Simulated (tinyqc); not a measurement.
Millisecond and nanosecond annealing: surface heating, thermal budget and solid-phase regrowth. Changing the incident fluence. Computed by tinyqc, a small Python program. Command: `OMP_NUM_THREADS=1 python tinyqc.py 3005642 3005643 out.jsonl flash sweep`. One thread of a shared host (Intel(R) Xeon(R) Processor @ 2.30GHz), about 0.03 s of CPU time with the checks.

A square pulse heats the surface of a thick wafer with constant thermal properties; losses by radiation are neglected and silicon melts at 1414 C.

Inputs (values chosen for the exercise, modelled on hot silicon with arsenic):
```
quantity,value,unit
pulse length t_p,0.00084,s
reflectance R,0.45,-
thermal conductivity k,0.27,W/(cm K)
heat capacity per volume c,2.23,J/(cm^3 K)
preheat temperature T0,500,C
dopant prefactor D0,8.19,cm^2/s
dopant activation energy E,4,eV
regrowth prefactor v0,4.5e+08,cm/s
regrowth energy E_v,2.73,eV
```

Source: flash lamp.

Constants: k_B = 8.617333262e-05 eV/K.

Method:
- Absorbed flux q = (1 - R) fluence/t_p; kappa = k/c. With f(z, t) = (2 q/k) sqrt(kappa t) ierfc(z/(2 sqrt(kappa t))), ierfc(x) = exp(-x^2)/sqrt(pi) - x erfc(x): T = T0 + f(z, t) during the pulse and T0 + f(z, t) - f(z, t - t_p) after it.
- At the surface the rise at the end of the pulse is 2 q sqrt(t_p/(pi k c)); the fluence that just melts the surface scales with (1414 - T0).
- Temperatures in kelvin are T(C) + 273.15.
- Integrate exp(-E/(k_B T(t))) at the surface from 0 to 10 t_p (Gauss-Legendre, 60 points in sqrt(t) up to t_p and 60 in sqrt(t - t_p) after it). (Dt) = D0 x integral with E; regrowth = v0 x integral with E_v; effective time = integral/exp(-E/(k_B T_peak)).

One run for each value:
```
incident fluence (J/cm^2),peak temperature (C),diffusion length 2 sqrt(Dt) (nm),possible regrowth (nm),effective time over t_p
18.7,1016.0,0.00922,15.7,0.13378
20.7,1071.2,0.01910,42.2,0.13102
22.8,1129.2,0.03868,109.8,0.12906
24.8,1184.4,0.07205,255.3,0.12785
26.8,1239.6,0.12845,560.3,0.12713
28.9,1297.5,0.22594,1208.6,0.12679
30.9,1352.7,0.37311,2394.0,0.12679
32.9,1407.9,0.59675,4543.1,0.12703
```

What does the table show, and why?

Over the rows, peak temperature (C) rises from 1020 to 1410 (exponent d ln y / d ln x 0.52 between the first rows and 0.64 between the last); diffusion length 2 sqrt(Dt) (nm) rises from 0.00922 to 0.597 (exponent d ln y / d ln x about 7.4 throughout); possible regrowth (nm) rises from 15.7 to 4540 (exponent d ln y / d ln x 9.7 between the first rows and 10 between the last). Regrowth rises by a factor 289 and (Dt) by 4190: the process with the higher activation energy gains more from a hotter peak. Left out: 34.9 (the surface melts).

Caution (all rows): equilibrium diffusivities are used; implant damage enhances diffusion, and k and c vary with temperature. Caution (rows 18.7, 20.7, 22.8, 24.8, 26.8, 28.9): a diffusion length below the atomic spacing of 0.235 nm means about one jump per atom or fewer, so the profile does not change measurably. Caution (rows 24.8, 26.8, 28.9, 30.9, 32.9): the peak lies above 1150 C, and amorphous silicon melts some 200 to 250 K below the crystal, so a layer that has not regrown before the peak may melt instead.

Extremes, crossings and ranges named in words are read from the listed rows.
